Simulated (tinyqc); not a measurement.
Bond-orbital model of a tetrahedral semiconductor (Harrison's universal couplings): one step. Metallicity and a gap from the bond picture. Two cases, with inputs chosen for the exercise.

Question. Neighbouring bonds couple through V1: averaged V1b = V1c (1 - ap)/2 + V1a (1 + ap)/2 for the bond band and V1x = V1c (1 + ap)/2 + V1a (1 - ap)/2 for the antibond band. The top of the bond band lies V1b above the bond level and the bottom of the antibond band 3 V1x below the antibond level, so the gap is 2 sqrt(V2^2 + V3^2) - V1b - 3 V1x; metallicity am = (V1b + 3 V1x)/(2 sqrt(V2^2 + V3^2)).

Hybrid level eh = (es + 3 ep)/4; metallic energy V1 = (ep - es)/4 for each atom; covalent energy V2 = 3.22 hbar^2/(m d^2); polar energy V3 = (ehc - eha)/2; hbar^2/m = 2c, c = hbar^2/2m0. Polarity ap = V3/sqrt(V2^2 + V3^2), covalency ac = V2/sqrt(V2^2 + V3^2). p-p coupling at Gamma Exx = (4/3)(2.22 - 2 x 0.63) hbar^2/(m d^2) = 1.28 hbar^2/(m d^2), s-s coupling Ess = 4 x 1.32 hbar^2/(m d^2).

Give: V1b, V1x; gap; am.

Case 1.

V1 (eV): cation 1.770000, anion 1.770000

V2, V3 (eV): [4.481022, 0.000000]

ap = 0.000000

Answer.

V1b, V1x (eV): [1.7700, 1.7700]

gap = 1.882 eV
am = 0.790

Case 2.

V1 (eV): cation 1.485000, anion 2.567500

V2, V3 (eV): [4.054512, 2.161250]

ap = 0.470392

Answer.

V1b, V1x (eV): [2.2808, 1.7717]

gap = 1.593 eV
am = 0.827

The gap closes where am reaches one. The model gives trends; its gap can miss the real one by a factor of two to five, most in ratio for narrow gaps and most in eV for first-row compounds.

Computed by tinyqc, one run a case: `OMP_NUM_THREADS=1 python tinyqc.py N N+1 out.jsonl` with N = 1451051, 1451384; one thread of a shared Intel(R) Xeon(R) Processor @ 2.30GHz, about 0.01 s a run at most.
